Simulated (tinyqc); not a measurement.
Hueckel theory of the pi electrons, for the molecule C=CC1=Cc2ccccc21 (SMILES; centres numbered as the heavy atoms are written), step by step. One step of it, computed by the program tinyqc.

Problem. Energy, charges, bond orders. E = sum n x; q_r = z_r - P_rr; bond order p = P_rs; free valence = sqrt(3) - sum of p over the bonds of the atom.

x values: 2.433947  1.625001  1.178670  1.000000  0.214508  -0.214508  -1.000000  -1.178670  -1.625001  -2.433947

occupations: 2.000000  2.000000  2.000000  2.000000  2.000000  0.000000  0.000000  0.000000  0.000000  0.000000

charge and bond-order matrix P, lower triangle:
```
            1C         2C         3C         4C         5C         6C         7C        8C
1C    1.000000
2C    0.854114   1.000000
3C    0.000000   0.488822   1.000000
4C   -0.440151   0.000000   0.784428   1.000000
5C    0.000000  -0.144545   0.000000   0.276573   1.000000
6C    0.220746   0.000000  -0.294291   0.000000   0.697185   1.000000
7C    0.000000   0.071000   0.000000   0.126321   0.000000   0.583248   1.000000
8C   -0.149746   0.000000   0.145860   0.000000  -0.333369   0.000000   0.720611  1.000000
9C    0.000000  -0.074886   0.000000  -0.313830   0.000000  -0.196006   0.000000  0.570865
10C   0.074860   0.000000   0.194531   0.000000   0.552640   0.000000  -0.345752  0.000000

           9C       10C
9C   1.000000
10C  0.729108  1.000000
```

Centres:
```
centre  z_r, pi electrons of the neutral centre         h
1C                                            1  0.000000
2C                                            1  0.000000
3C                                            1  0.000000
4C                                            1  0.000000
5C                                            1  0.000000
6C                                            1  0.000000
7C                                            1  0.000000
8C                                            1  0.000000
9C                                            1  0.000000
10C                                           1  0.000000
```

Bonds:
```
i    j  k
1    2  1
2    3  1
3    4  1
4    5  1
5    6  1
6    7  1
7    8  1
8    9  1
9   10  1
10   3  1
10   5  1
```

Give: pi energy = 10 alpha + this times beta; pi charges; Bond orders and lengths from R = 1.517 - 0.180 p; free valence of the carbons; gap between the highest filled and the next level.

Solution.

pi energy = 10 alpha + this times beta = 12.9043

pi charges: 1C 0.0000, 2C 0.0000, 3C 0.0000, 4C 0.0000, 5C 0.0000, 6C 0.0000, 7C 0.0000, 8C 0.0000, 9C 0.0000, 10C 0.0000

Bond orders and lengths from R = 1.517 - 0.180 p (angstrom, C-C alone):
```
bond       p       R
1-2   0.8541  1.3633
2-3   0.4888  1.4290
3-4   0.7844  1.3758
4-5   0.2766  1.4672
5-6   0.6972  1.3915
6-7   0.5832  1.4120
7-8   0.7206  1.3873
8-9   0.5709  1.4142
9-10  0.7291  1.3858
10-3  0.1945  1.4820
10-5  0.5526  1.4175
```

free valence of the carbons: 1C 0.8779, 2C 0.3891, 3C 0.2643, 4C 0.6710, 5C 0.2057, 6C 0.4516, 7C 0.4282, 8C 0.4406, 9C 0.4321, 10C 0.2558

gap between the highest filled and the next level = 0.4290 |beta|
